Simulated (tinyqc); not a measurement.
Two coupled magnetic layers: synthetic antiferromagnet, spin flop, exchange bias and magnetoresistance: one step, computed by the program tinyqc.

Moments lie in the plane at the angles p1, p2 from the field. Energy per area: E = J1 cos(p1 - p2) + J2 cos^2(p1 - p2) - B M_s (t1 cos p1 + t2 cos p2) + K (t1 sin^2 p1 + t2 sin^2 p2).

Problem. Saturation field. The parallel state is stable while the Hessian at p1 = p2 = 0 is positive: with c = J1 + 2 J2 and u = B M_s + 2K, (u t1 - c)(u t2 - c) > c^2, so B_sat M_s = c (1/t1 + 1/t2) - 2K. B_K = 2K/M_s.

Inputs (values chosen for the exercise, for a model stack):
```
quantity                         value    unit
saturation magnetisation M_s       951    kA/m
thickness t1                       3.7      nm
thickness t2                       3.7      nm
antiferromagnetic coupling J1      1.1  mJ/m^2
biquadratic coupling J2              0  mJ/m^2
in-plane anisotropy K             0.58  kJ/m^3
field over the saturation field   0.26       -
```

Field direction: along the easy axis.

Give: exchange field c (1/t1 + 1/t2)/M_s; B_K; saturation field B_sat; applied field B.

Solution.

exchange field c (1/t1 + 1/t2)/M_s = 625.23 mT

B_K = 1.2198 mT

saturation field B_sat = 624.01 mT

applied field B = 162.24 mT
